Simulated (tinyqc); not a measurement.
What moves transparency and gain: optical gain and spontaneous emission in a bulk direct-gap semiconductor.

Parabolic bands, vertical transitions, no excitons. For each hole band j: mr = me mj/(me + mj); joint density of states J_j(E) = (mr/c)^(3/2) sqrt(E - Eg)/(2 pi^2), both spins, c = hbar^2/2m0; averaged matrix element |e.p|^2 = m0 Ep/6; alpha_j(E) = 4 pi^2 alpha_f c Ep J_j/(3 nr E) in 1/angstrom (alpha_f the fine-structure constant, listed as alpha among the constants), times 1e8 for 1/cm.

F_j(eta) = (1/Gamma(j + 1)) integral_0^infinity x^j dx/(1 + exp(x - eta)), which tends to exp(eta) for eta << 0.

Quasi-Fermi levels: n = Nc F_1/2(Fc/kT) and p = Nv F_1/2(Fv/kT), Fc counted up from the conduction edge and Fv down from the valence edge; Nc, Nv from N = 2 (m kB T/(4 pi c))^(3/2) with c = hbar^2/2m0, in 1/angstrom^3; times 1e24 for 1/cm^3, with me and (mhh^(3/2) + mlh^(3/2))^(2/3).

For band j the electron sits at Ee = (E - Eg) mr/me above its edge and the hole at Eh = (E - Eg) mr/mj; fe = 1/(1 + exp((Ee - Fc)/kT)), fh = 1/(1 + exp((Eh - Fv)/kT)); gain g = sum_j alpha_j (fe + fh - 1).

Constants: hbar^2/2m0 = 3.80998211 eV angstrom^2; fine-structure constant alpha = 0.007297352564; kB = 8.617333262e-05 eV/K.

Inputs chosen for the exercise (near those of GaN; the results hold for these values, not for the real material): Eg = 3.471 eV (direct gap); me = 0.2003 m0 (electron mass); mhh = 1.395 m0 (heavy-hole mass); mlh = 0.2931 m0 (light-hole mass); Ep = 16.5 eV (Kane energy); nr = 2.62 (refractive index); T = 300 K; n = 9.8e+18 1/cm^3 (injected density, n = p).

Transparency is Fc + Fv = 0; the peak is the largest g over E at the density n (0 if none).

Results for these values:

| case | transparency density (1/cm^3) | Fc + Fv (eV) | peak gain (1/cm) |
|---|---|---|---|
| base | 6.17e+18 | 0.0381 | 585 |

What happens to each result for Ep = 18.2 eV, all else kept?

Answer: transparency density does not change at the printed digits; Fc + Fv does not change at the printed digits; peak gain rises from 585 to 645.

The same for each parameter in turn:

| case | transparency density (1/cm^3) | Fc + Fv (eV) | peak gain (1/cm) |
|---|---|---|---|
| base | 6.17e+18 | 0.0381 | 585 |
| me = 0.2303 m0 | 7.06e+18 | 0.0259 | 437 |
| mhh = 0.837 m0 | 4.82e+18 | 0.0573 | 1338 |
| Ep = 18.2 eV | 6.17e+18 | 0.0381 | 645 |
| T = 340 K | 7.45e+18 | 0.0248 | 279 |
| n = 1.27e+19 1/cm^3 | 6.17e+18 | 0.0625 | 1173 |
| nr = 2.75 | 6.17e+18 | 0.0381 | 557 |

tinyqc: `OMP_NUM_THREADS=1 python tinyqc.py 1682006 1682007 out.jsonl`; about 0.09 s, one thread, shared Intel(R) Xeon(R) Processor @ 2.30GHz.
